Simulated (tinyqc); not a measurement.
Current crowding under a contact, resistor ladder against the transmission-line model: one step of the calculation.

A metal contact of length d and width W on a thin layer of the same width. The metal has no resistance, the sheet resistance under it equals Rsh, and current enters the layer at the front edge x = 0.

Question. Voltages and the share of the current. Cut the contact into n cells of length hc = d/n. Neighbouring cell centres are joined by a = W/(Rsh hc), each centre joins the metal (0 V) by g = W hc/rc, and I enters cell 1 through half a cell: -a v_(i-1) + b_i v_i - a v_(i+1) = I for i = 1 and 0 otherwise, b_i = g + 2 a (g + a at both ends). Rc = v_1/I + 1/(2 a). Cell i passes g v_i to the metal.

Inputs (values chosen for the exercise):
- n = 10 (cells)
- I = 0.5 mA (current)

a = 0.0086956522 S
g = 4.4461538e-4 S
b_i, cell 1 to 10 (S): [0.0091402676, 0.017835920, 0.017835920, 0.017835920, 0.017835920, 0.017835920, 0.017835920, 0.017835920, 0.017835920, 0.0091402676]

Give: v_i; share of the current; Rc of the ladder.

Answer.

```
cell  v_i (mV)  share of the current (%)
1        232.8                     20.70
2        187.2                     16.65
3        151.2                     13.45
4        122.9                     10.93
5        100.9                      8.97
6         84.1                      7.48
7         71.5                      6.36
8         62.6                      5.57
9         57.0                      5.07
10        54.2                      4.82
```

Rc of the ladder = 523.2 ohm

The first cell passes 20.7 % of the current and the last 4.82 %; an even spread would give 10.0 % each.

Numbers from tinyqc (`OMP_NUM_THREADS=1 python tinyqc.py 2760046 2760047 out.jsonl`; about 0.01 s on one thread of a shared Intel Xeon 2.30GHz).
